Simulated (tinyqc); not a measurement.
Which clusters to keep: cluster expansion of a binary alloy: correlations, fit, cross-validation and ground states. Computed by tinyqc, a small Python program. Command: `OMP_NUM_THREADS=1 python tinyqc.py 3022665 3022666 out.jsonl clex walk`. One thread of a shared host (Intel(R) Xeon(R) Processor @ 2.30GHz), about 0.09 s of CPU time with the checks.

s = +1 for A and -1 for B. Energy per site E = J0 + J1 P(point) + sum over clusters of m V P, with P the mean product of spins; V > 0 on a pair favours unlike neighbours. Clusters per site m: pair 1 2, pair 2 2, pair 3 2, triplet 4; the triplet is two first-neighbour bonds at a right angle. Formation energies are counted from the line between pure A and pure B, which removes J0 and J1.

Inputs (values chosen for the exercise, for a model alloy):
```
quantity                    value      unit
first-pair interaction V1    16.9       meV
second-pair interaction V2    2.6       meV
third-pair interaction V3    0.89       meV
triplet interaction Vt        1.4       meV
noise amplitude               4.1  meV/site
```

Lattice: square.

Method:
- Design matrix of formation energies: m (P - 1) for pairs and m (P(triplet) - P(point)) for the triplet; x = (1 - P(point))/2.
- Exact: X V with V = (V1, V2, V3, Vt). The data to fit add the noise amplitude times the normal numbers, standing for what the clusters leave out.
- For each set, H = X (X^T X)^-1 X^T over the structures between the ends; residual e = E - H E; leave-one-out error e_i/(1 - H_ii); both as root mean squares.

correlations P, counted on periodic cells:
```
                      point    pair 1    pair 2    pair 3   triplet
A                   1.00000   1.00000   1.00000   1.00000   1.00000
A3B p(2x2)          0.50000   0.00000   0.00000   1.00000  -0.50000
A3B c(4x2)          0.50000   0.00000   0.00000   0.50000  -0.50000
A2B diagonal rows   0.33333  -0.33333   0.33333  -0.33333  -0.33333
A2B rows            0.33333   0.33333  -0.33333   0.33333   0.33333
AB c(2x2)           0.00000  -1.00000   1.00000   1.00000   0.00000
AB p(2x1)           0.00000   0.00000  -1.00000   1.00000   0.00000
A2B2 rows           0.00000   0.50000   0.00000   0.00000   0.00000
AB2 diagonal rows  -0.33333  -0.33333   0.33333  -0.33333   0.33333
AB2 rows           -0.33333   0.33333  -0.33333   0.33333  -0.33333
AB3 p(2x2)         -0.50000   0.00000   0.00000   1.00000   0.50000
AB3 c(4x2)         -0.50000   0.00000   0.00000   0.50000   0.50000
B                  -1.00000   1.00000   1.00000   1.00000  -1.00000
```

standard normal numbers for the noise (0 for the pure ends): A 0.000, A3B p(2x2) -0.562, A3B c(4x2) -0.625, A2B diagonal rows -0.699, A2B rows -0.063, AB c(2x2) 1.642, AB p(2x1) -0.152, A2B2 rows -1.160, AB2 diagonal rows 1.446, AB2 rows -1.940, AB3 p(2x2) 0.836, AB3 c(4x2) -0.898, B 0.000

X:
```
                     pair 1    pair 2    pair 3   triplet
A                   0.00000   0.00000   0.00000   0.00000
A3B p(2x2)         -2.00000  -2.00000   0.00000  -4.00000
A3B c(4x2)         -2.00000  -2.00000  -1.00000  -4.00000
A2B diagonal rows  -2.66667  -1.33333  -2.66667  -2.66667
A2B rows           -1.33333  -2.66667  -1.33333   0.00000
AB c(2x2)          -4.00000   0.00000   0.00000   0.00000
AB p(2x1)          -2.00000  -4.00000   0.00000   0.00000
A2B2 rows          -1.00000  -2.00000  -2.00000   0.00000
AB2 diagonal rows  -2.66667  -1.33333  -2.66667   2.66667
AB2 rows           -1.33333  -2.66667  -1.33333   0.00000
AB3 p(2x2)         -2.00000  -2.00000   0.00000   4.00000
AB3 c(4x2)         -2.00000  -2.00000  -1.00000   4.00000
B                   0.00000   0.00000   0.00000   0.00000
```

data (meV/site): A 0.0000, A3B p(2x2) -46.9042, A3B c(4x2) -48.0525, A2B diagonal rows -57.5059, A2B rows -30.9116, AB c(2x2) -60.8678, AB p(2x1) -44.8232, A2B2 rows -28.6360, AB2 diagonal rows -41.2447, AB2 rows -38.6073, AB3 p(2x2) -29.9724, AB3 c(4x2) -37.9718, B 0.0000

Fits:
```
clusters     fit error (meV/site)  leave-one-out error (meV/site)  largest H_ii
V1                         9.3220                          10.864       0.29209
V1 V2                      6.2371                           7.310       0.64793
V1 V3                      8.5088                          11.436       0.51613
V1 V2 Vt                   3.5011                           4.806       0.64793
V1 Vt                      7.7624                           9.508       0.29209
V1 V2 V3                   5.8893                           7.904       0.75527
V1 V3 Vt                   6.7643                          10.032       0.51613
V1 V2 V3 Vt                2.8355                           4.320       0.75527
```

leave-one-out error without pair 3 = 4.8064 meV/site

leave-one-out error with all four = 4.3205 meV/site

What follows from these numbers?

The fit error can only fall as clusters are added, to 2.84 meV with all four. The leave-one-out error is least for V1 V2 V3 Vt (4.32 meV): dropping V2, V3 or Vt makes prediction worse at this noise.

Extremes, crossings and ranges named in words are read from the listed rows.
